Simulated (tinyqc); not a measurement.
Stretching all distances: RHF, UHF, MP2, CISD and CCSD against full CI in the 6-31g basis, for H4, spin multiplicity 1. Computed by the program tinyqc with PySCF. All coordinates are multiplied by the scale. c0^2 is the weight of the RHF determinant in the lowest singlet FCI state (UHF is spin-contaminated and may lie near states of higher spin) and n(LUMO) the first natural occupation beyond the occupied space.

Geometry (angstrom):
```
atom,x,y,z
H,0.0000,0.0000,0.0000
H,0.0000,0.0000,0.7300
H,0.0000,1.0090,0.0000
H,0.0000,1.0090,0.7300
```

Full CI energy (hartree) and errors against it (kcal/mol):
```
scale,distance 1-2 (angstrom),E(FCI),RHF,UHF,MP2,CISD,CCSD,<S^2> UHF,c0^2,n(LUMO)
0.9700,0.7081,-2.046419,36.4458,36.4458,10.6722,0.6619,0.1218,0.0000,0.9619,0.0439
1.1800,0.8614,-2.139422,41.2425,41.2425,13.4789,0.9760,0.0881,0.0000,0.9469,0.0647
1.4000,1.0220,-2.160054,47.1998,45.5292,17.2187,1.5586,0.0725,0.3338,0.9238,0.0943
1.6100,1.1753,-2.148286,54.4498,46.3972,21.8619,2.4941,0.0706,0.6686,0.8930,0.1317
1.8200,1.3286,-2.124148,63.5649,43.9906,27.7025,3.9692,0.0664,0.9725,0.8524,0.1792
2.0300,1.4819,-2.096880,74.6552,38.7604,34.7562,6.1757,0.0488,1.2451,0.8018,0.2373
2.2500,1.6425,-2.070143,88.3403,31.4500,43.3303,9.4643,0.0139,1.4816,0.7392,0.3086
2.4600,1.7958,-2.048638,103.1730,24.1285,52.3823,13.6378,-0.0273,1.6519,0.6733,0.3844
```

What does the comparison show, and why?

UHF parts from RHF first at scale 1.4 of those listed, where <S^2> leaves zero. The weight c0^2 goes from 0.96 to 0.67 and n(LUMO) from 0.04 to 0.38: static correlation grows as the bonds break into open-shell fragments. The spread of the error along the curve, which distorts its shape, is CCSD 0.1, CISD 13.0, UHF 22.3, MP2 41.7, RHF 66.7 kcal/mol.
